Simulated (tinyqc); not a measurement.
Changing the dopant density N_X: self-consistent Fermi level with native defects, at growth and after a quench. Computed by tinyqc, a small Python program. Command: `OMP_NUM_THREADS=1 python tinyqc.py 3007131 3007132 out.jsonl scfermi sweep`. One thread of a shared host (Intel(R) Xeon(R) Processor @ 2.30GHz), about 0.1 s of CPU time with the checks.

Energies are counted from the top of the valence band (VBM); when the gap shrinks with temperature the conduction band moves and the levels stay. The added dopant is taken as fully ionised. D and A draw on one reservoir with opposite signs, as the two vacancies of a compound do.

Inputs (values chosen for the exercise, with bands modelled on GaN):
```
quantity                                value   unit
gap E_g at 300 K                         3.38     eV
slope -dE_g/dT above 300 K            0.00079   eV/K
electron mass m_e                       0.203    m_0
valleys M_c                                 1      -
hole mass m_h                            1.36    m_0
E_f of the neutral native donor D       2.959     eV
E_f of the neutral native acceptor A    2.603     eV
shift s of the chemical potential        0.28     eV
site density N_s                      4.1e+22  cm^-3
growth temperature T_g                   1370      K
temperature of use T                      400      K
```

Added shallow dopant: donor.

levels of D above the VBM, most positive state first (eV): 2.7

levels of A above the VBM, (0/-1) first (eV): 0.906  1.77  1.96

Constants: m_0 = 9.1093837015e-31 kg; k_B = 1.380649e-23 J/K; h = 6.62607015e-34 J s; k_B = 8.617333262e-05 eV/K.

Method:
- E_f(D, 0) = input + s and E_f(A, 0) = input - s; E_f(q, E_F = 0) follows from the levels, eps(q/q-1) = E_f(q - 1) - E_f(q) at E_F = 0.
- E_g(T) = E_g - slope x max(0, T - 300 K).
- N_c = 2 M_c (2 pi m_e k_B T/h^2)^(3/2) and N_v = 2 (2 pi m_h k_B T/h^2)^(3/2), masses in units of m_0.
- At growth T = T_g.
- n = N_c F_1/2((E_F - E_g)/k_B T), p = N_v F_1/2(-E_F/k_B T).
- F_1/2(eta) = (2/sqrt(pi)) int_0^infinity sqrt(x)/(1 + exp(x - eta)) dx, by the trapezoid rule in t = sqrt(x) with step 0.02 up to t = 12 (for eta < -12 by exp(eta) - exp(2 eta)/2^(3/2)).
- In equilibrium c_q = N_s exp(-(E_f(q, 0) + q E_F)/k_B T).
- Net charge = p - n + sum q c_q + N_X; the log ratio is ln(positive charge/negative charge).
- E_F is the root of the log ratio, by 50 bisections between -0.5 eV and E_g + 0.5 eV.
- After a quench the totals of D and A stay as grown, and each is shared among its charge states with weights exp(-(E_f(q, 0) + q E_F)/k_B T).

One run for each value; columns: (1) dopant density N_X (cm^-3); (2) E_F at growth (eV); (3) total D (cm^-3); (4) total A (cm^-3); (5) E_F after the quench (eV); (6) n after the quench (cm^-3); (7) p after the quench (cm^-3):
```
(1)          (2)         (3)         (4)     (5)         (6)         (7)
1.00e+15  1.3771  3.6661e+15  6.6563e+15  0.9354  5.5285e-12  1.0049e+08
4.00e+15  1.3995  3.0325e+15  8.0808e+15  0.9716  1.5819e-11  3.5121e+07
2.00e+16  1.4896  1.4136e+15  1.8036e+16  1.7193  4.1697e-02  1.3324e-02
7.00e+16  1.6000  5.5469e+14  5.2190e+16  1.7488  9.7903e-02  5.6748e-03
3.00e+17  1.7158  2.0799e+14  1.9062e+17  1.7798  2.4087e-01  2.3065e-03
1.00e+18  1.7952  1.0624e+14  5.5448e+17  1.8155  6.7970e-01  8.1738e-04
4.00e+18  1.8734  5.4775e+13  1.9263e+18  1.8874  5.4599e+00  1.0176e-04
2.00e+19  1.9533  2.7867e+13  8.4774e+18  1.9410  2.5845e+01  2.1497e-05
7.00e+19  2.0105  1.7186e+13  2.7598e+19  1.9654  5.2474e+01  1.0588e-05
3.00e+20  2.0736  1.0091e+13  1.1144e+20  1.9881  1.0134e+02  5.4821e-06
```

What does the table show, and why?

Over the rows, E_F at growth (eV) rises from 1.38 to 2.07 (exponent d ln y / d ln x 0.012 between the first rows and 0.021 between the last); total D (cm^-3) falls from 3.67e15 to 1.01e13 (exponent d ln y / d ln x -0.14 between the first rows and -0.37 between the last); total A (cm^-3) rises from 6.66e15 to 1.11e20 (exponent d ln y / d ln x 0.14 between the first rows and 0.96 between the last). At the high end the exponent of total A is 0.96, close to 1: native acceptors form in proportion to the added donors. The density of carriers of the sign that the dopant should give, relative to N_X, goes after the quench from 5.5e-25 % to 3.4e-17 %. Doping moves E_F at growth, which lowers E_f of the compensating defect by its charge times the shift.

Caution (rows 7.00e19, 3.00e20): above about 2e19 cm^-3 defects interact, pair and form bands, which the dilute model leaves out.
